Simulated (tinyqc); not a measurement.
Energies of the polytypes: polytypes and stacking faults of a tetrahedral semiconductor in an axial Ising model with couplings up to third neighbours. Computed by tinyqc, a small Python program. Command: `OMP_NUM_THREADS=1 python tinyqc.py 3011813 3011814 out.jsonl polytype walk`. One thread of a shared host (Intel(R) Xeon(R) Processor @ 2.30GHz), about 0.01 s of CPU time with the checks.

Each double layer has s = +1 or -1 for the sense of its stacking step; E per pair of atoms = E0 - sum_n J_n <s_i s_(i+n)>, n = 1, 2, 3. Hexagonality h = (1 - <s_i s_(i+1)>)/2.

Inputs (values chosen for the exercise, for a model crystal):
```
quantity   value      unit
J1          3.59  meV/pair
J2         -2.87  meV/pair
J3         -0.32  meV/pair
gap of 3C   2.39        eV
gap of 4H   3.26        eV
```

Method. E - E(3C) = sum_n J_n (1 - C_n), C_n = <s_i s_(i+n)>. The gap is taken linear in h between 3C (h = 0) and 4H (h = 1/2), a rough rule, with a dash beyond.

correlations of the repeat units 3C (+), 2H (+-), 4H (++--), 6H (+++---), 15R (+++--), 8H (++++----), 21R (++++---), 9R (++-):
```
        n = 1     n = 2     n = 3
3C    1.00000   1.00000   1.00000
2H   -1.00000   1.00000  -1.00000
4H    0.00000  -1.00000   0.00000
6H    0.33333  -0.33333  -1.00000
15R   0.20000  -0.60000  -0.60000
8H    0.50000   0.00000  -0.50000
21R   0.42857  -0.14286  -0.71429
9R   -0.33333  -0.33333   1.00000
```

Polytypes:
```
polytype       h  E - E(3C) (meV/pair)  gap by the linear rule (eV)
3C        0.0000                0.0000                       2.3900
2H        1.0000                6.5400                            -
4H        0.5000               -2.4700                       3.2600
6H        0.3333               -2.0733                       2.9700
15R       0.4000               -2.2320                       3.0860
8H        0.2500               -1.5550                       2.8250
21R       0.2857               -1.7771                       2.8871
9R        0.6667                0.9600                            -
```

E(2H) - E(3C) = 6.54 meV/pair

E(4H) - E(3C) = -2.47 meV/pair

E(6H) - E(3C) = -2.0733 meV/pair

The lowest is 4H, 0.238 meV/pair below 15R. J1/|J2| = 1.25: for J3 = 0 and J2 < 0 the ground state is 2H below -2, 4H between -2 and 2, and 3C above 2; at 2 itself all periods with bands of two or more layers are degenerate. Four or more polytypes lie within 1.5 meV/pair, so small a spread that growth kinetics and seeds can decide.

Extremes, crossings and ranges named in words are read from the listed rows.
